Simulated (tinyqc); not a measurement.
Phonon transmission through an interface between two chains by Green functions: one step, computed by the program tinyqc. Command: `OMP_NUM_THREADS=1 python tinyqc.py 3023534 3023535 out.jsonl agf walk`. One thread of a shared host (Intel(R) Xeon(R) Processor @ 2.30GHz), about 0.01 s of CPU time with the checks.

Two semi-infinite chains (masses m_1, m_2; springs k_1, k_2), motion along the chain. The central region holds the end atom of each chain and one interlayer atom of mass m_b, joined by springs k_b. lambda = omega^2 in eV/(angstrom^2 u); nu = 15.6333042 THz x sqrt(lambda).

Problem. Band tops and impedances. nu_max = 15.6333042 THz x 2 sqrt(k/m); impedance Z = sqrt(k m); long-wave transmission 4 Z_1 Z_2/(Z_1 + Z_2)^2; the probe frequency is the given share of the lower band top.

Inputs (values chosen for the exercise, for two model chains):

| quantity | value | unit |
|---|---|---|
| mass m_1 | 72.6 | u |
| spring k_1 | 4.35 | eV/angstrom^2 |
| mass m_2 | 31.4 | u |
| spring k_2 | 6.79 | eV/angstrom^2 |
| probe frequency / lower band top | 0.5 | - |

Atoms in the interlayer: one.

Constants: nu for 1 eV/(angstrom^2 u) = 15.6333042 THz.

Give: band top of chain 1; band top of chain 2; Z_1; Z_2; long-wave transmission; probe frequency.

Solution.

band top of chain 1 = 7.6534 THz

band top of chain 2 = 14.540 THz

Z_1 = 17.771 sqrt(eV u)/angstrom

Z_2 = 14.602 sqrt(eV u)/angstrom

long-wave transmission = 0.99041

probe frequency = 3.8267 THz
